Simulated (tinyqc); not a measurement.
## Off-state leakage of single and stacked transistors: leakage components against the temperature

n-channel devices of unit width. Subthreshold current I(Vg, Vs, Vd) = I0 (T/300 K)^0.5 exp[(Vg - Vs - VT(T) - gb (Vs - Vb) + dd (Vd - Vs))/(nf Vt)] (1 - exp(-(Vd - Vs)/Vt)), VT(T) = VT - cT (T - 300 K). Gate-edge tunnelling Ig (Vd/1 V) exp(ag (Vd - 1 V)), for a gate at 0 V, and band-to-band leakage Ab u exp(-Bb/u), u = Vd - Vb + 1 V, flow at a drain held at V; both are taken as independent of T. In a stack of off transistors (all gates at 0 V) the same subthreshold current passes through each.

One transistor with Vg = Vs = 0, Vd = V; stack factor I(one)/I(two in series).

Values chosen for this exercise; values of the order met in bulk silicon logic transistors:
- V = 1.1 V (supply voltage)
- VT = 0.47 V (threshold at 300 K, zero drain and body bias)
- cT = 0.8 mV/K (fall of the threshold with temperature)
- I0 = 0.12 uA/um (current at threshold at 300 K)
- nf = 1.22 (slope factor)
- dd = 0.14 (drain-induced lowering per volt)
- gb = 0.08 (rise of the threshold per volt of source-body bias)
- Ig = 2e-5 uA/um (gate-edge tunnelling current at 1 V)
- ag = 3.1 1/V (exponential slope of the gate current)
- Ab = 3 uA/(um V) (prefactor of band-to-band leakage at the drain)
- Bb = 29 V (its exponential voltage)
- Vb = 0 V (body voltage)

Constants: q = 1.602176634e-19 C, kB = 1.380649e-23 J/K, Vt = kB T/q. Results are converted to the units shown.

The same in every row: gate edge (nA/um) = 0.03000; band-to-band (nA/um) = 0.006338.

Result of one run:
```
subthreshold (nA/um)  total (nA/um)  stack factor  largest part
0.07163                      0.1080         43.61  subthreshold
```

Which temperature T gave this result: 250, 350, 375 or 425 K?

T = 350 K.

The whole series:
```
T (K)  subthreshold (nA/um)  total (nA/um)  stack factor  largest part
250                1.436e-4        0.03648         192.6     gate edge
275                0.001030        0.03736         119.8     gate edge
300                0.005344        0.04168         80.75     gate edge
325                 0.02159        0.05792         57.91     gate edge
350                 0.07163         0.1080         43.61  subthreshold
375                  0.2030         0.2394         34.15  subthreshold
400                  0.5063         0.5426         27.61  subthreshold
425                   1.136          1.172         22.92  subthreshold
```

As T goes from 250 to 425, the total leakage rises from 0.0365 to 1.17 nA/um. The gate edge part leads at T = 250, the subthreshold part from 350 on. The subthreshold part doubles every 21.4 K between the last two rows. The reduction by a stack of two falls from 193 to 22.9, for the subthreshold part alone.

Computed by the program tinyqc: `OMP_NUM_THREADS=1 python tinyqc.py 2242019 2242020 out.jsonl`, one thread of a shared Intel Xeon 2.30GHz, about 0.03 s for the whole run.
